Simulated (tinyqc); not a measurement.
Localisation in a chain with random site energies (transfer matrices): sweeps and comparisons. A value that a table varies takes the place of the one given here.

Hopping -t; leads with site energy 0, E = -2t cos(ka). psi_(j+1) = ((e_j - E)/t) psi_j - psi_(j-1), a product of matrices M_j = [[(e_j - E)/t, -1], [1, 0]]. For M = M_N ... M_1 the transmission is T = 4 sin^2(ka)/|M21 - M12 + M22 exp(ika) - M11 exp(-ika)|^2. Long samples draw e_j = W (x_j/2147483647 - 1/2) from x_j = 16807 x_(j-1) mod 2147483647, starting at x0. The localisation length xi, in sites, is defined by ln T = -2N/xi on average; weak disorder gives xi = 24 (4t^2 - E^2)/W^2, and the mean free path for backscattering is xi/2.

Numerical xi = N/ln sqrt(psi_(N+1)^2 + psi_N^2) for N = 20000 sites from psi_1 = 1, psi_0 = 0; its statistical error is about xi sqrt(xi/N).

Inputs chosen for the exercise:
- t = 0.85 eV (hopping)
- E = -0.21 eV (energy)
- x0 = 8764 (start of the number sequence)
- W = 2.07 eV (full width of the disorder)

## Localisation length against disorder

The same number sequence scaled by W.

xi (sites):
```
W/t   W (eV)  numerical  error  weak disorder  strong: 1/(ln(W/2t) - 1)
1.0    0.850    100.053  7.077         94.535                         -
1.5    1.275     46.169  2.218         42.016                         -
2.0    1.700     25.369  0.904         23.634                         -
3.0    2.550     10.870  0.253         10.504                         -
4.0    3.400      6.177  0.109          5.908                         -
6.0    5.100      2.869  0.034          2.626                         -
10.0   8.500      1.417  0.012          0.945                     1.641
16.0  13.600      0.897  0.006          0.369                     0.926
```

How do the results move?

At W = t the numerical value is 100.1 +/- 7.1 against 94.5, and at 2t 25.37 +/- 0.90 against 23.63. The weak-disorder formula is within 15 % for W/t = 1, 1.5, 2, 3, 4 and 6; at W = 16t it gives 0.37 and the strong-disorder form 0.93, against 0.90. All states of the chain are localised; disorder only sets the length.

## From ballistic to localised

200 samples of each length, cut one after another from the start of the sequence. Typical T = exp(mean ln T). Ohmic: 1/(1 + 2N/xi); localised: exp(-2N/xi), both with the weak-disorder xi.

Transmission:
```
N   mean T  typical T  spread of ln T   ohmic  localised
2    0.799      0.780           0.231   0.799      0.778
5    0.639      0.573           0.535   0.614      0.534
10   0.445      0.326           0.913   0.444      0.285
20   0.246      0.101           1.635   0.285     0.0813
40  0.0804     0.0109           2.493   0.166    0.00661
80  0.0191   9.52e-05           3.974  0.0906   4.37e-05
```

How do the results move?

With xi = 15.9 sites, mean and typical T are 0.639 and 0.573 at N = 5, and 0.0191 and 9.52e-05 at N = 80, where ln T scatters by 4.0. The slope of ln(typical T) between 40 and 80 sites gives xi = 16.9, uncertain by about 7 % from the scatter of 200 samples. At N = 80 the ohmic law gives 952 times the typical value: a single channel has no ohmic range beyond a mean free path, and the mean is carried by rare resonant samples.

## What each parameter does

Numerical and weak-disorder xi. Each row changes one parameter from the base and keeps the others.

Results:
```
case          numerical xi (sites)  weak-disorder xi (sites)
base                         16.90                     15.94
t = 0.977 eV                 23.32                     21.14
E = -0.15 eV                 17.24                     16.06
W = 2.484 eV                 11.45                     11.07
x0 = 8765                    17.09                     15.94
```

What can be read from the table?

The largest shifts from the base row, up to three for each result and ties (the steps differ in size, so this ranks the rows, not the parameters). numerical xi (sites): t +6.41, W -5.45, E +0.34. weak-disorder xi (sites): t +5.20, W -4.87, E +0.12; unchanged at the printed digits by x0. A new x0 is another sample of the same disorder; its shift is one draw of the statistical scatter, about xi sqrt(xi/N); the other rows share one sample, so their errors are correlated.

Program tinyqc; command `OMP_NUM_THREADS=1 python tinyqc.py 1480891 1480892 out.jsonl`; about 0.08 s on one thread of a shared Intel(R) Xeon(R) Processor @ 2.30GHz.
